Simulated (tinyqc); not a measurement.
Inside a calculation. Method: plane-wave Kohn-Sham cycle with exchange-only LDA in a layered model solid. One step of it, computed by the program tinyqc.

Task: Iteration 2: potential. V_H(G) = 4 pi rho(G)/G^2 for G != 0 (uniform background); v_x = -(3 rho/pi)^(1/3); V = V_ext + V_H + v_x; Fourier components f(G_m) = (1/N) sum_j f(x_j) exp(-i G_m x_j).

A solid whose potential varies along x alone (atomic units):
```
parameter                      value
period a                    6.100000
cross-section of the cell  10.000000
electrons per cell                 2
grid points                       16
plane waves -n..n, n               3
k points                           4
V1 in V1 cos(2 pi x/a)     -0.450000
V2 in V2 cos(4 pi x/a)      0.100000
```

density after iteration 1 (e/bohr^3): 0.05025615  0.04793760  0.04181536  0.03419667  0.02789410  0.02457698  0.02392573  0.02443629  0.02476855  0.02443629  0.02392573  0.02457698  0.02789410  0.03419667  0.04181536  0.04793760

Give: Potentials on the grid; V(G_m), m = 0, 1, 2, ....

Result:

Potentials on the grid (hartree):
```
x       V_ext     V_H     v_x       V
0.000  -0.350   0.165  -0.363  -0.549
0.381  -0.345   0.149  -0.358  -0.554
0.762  -0.318   0.106  -0.342  -0.554
1.144  -0.243   0.047  -0.320  -0.515
1.525  -0.100  -0.014  -0.299  -0.413
1.906   0.101  -0.068  -0.286  -0.252
2.288   0.318  -0.106  -0.284  -0.072
2.669   0.486  -0.129  -0.286   0.072
3.050   0.550  -0.136  -0.287   0.127
3.431   0.486  -0.129  -0.286   0.072
3.812   0.318  -0.106  -0.284  -0.072
4.194   0.101  -0.068  -0.286  -0.252
4.575  -0.100  -0.014  -0.299  -0.413
4.956  -0.243   0.047  -0.320  -0.515
5.338  -0.318   0.106  -0.342  -0.554
5.719  -0.345   0.149  -0.358  -0.554
```

V(G_m), m = 0, 1, 2, ... (hartree): -0.312  -0.170  0.050  0.001  0.000  0.000  0.000
